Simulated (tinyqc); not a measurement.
# Off-state parameters from two currents

Problem. Well above V0 the off-state current of a threshold switch is I = Ith exp((V - Vth)/V0). Find V0, Ith and the slope V0 ln 10.

Inputs (values chosen for the exercise):
- Vth = 3.1 V (threshold voltage)

I at 1.55 and 2.33 V (nA): [0.014262628, 1.4023125]

Answer. ln I is linear in V.

V0 = 0.1700 V
Ith = 0.1300 uA
slope = 391.4 mV/decade

Numbers from tinyqc (`OMP_NUM_THREADS=1 python tinyqc.py 2490124 2490125 out.jsonl`; about 0.01 s on one thread of a shared Intel Xeon 2.30GHz).
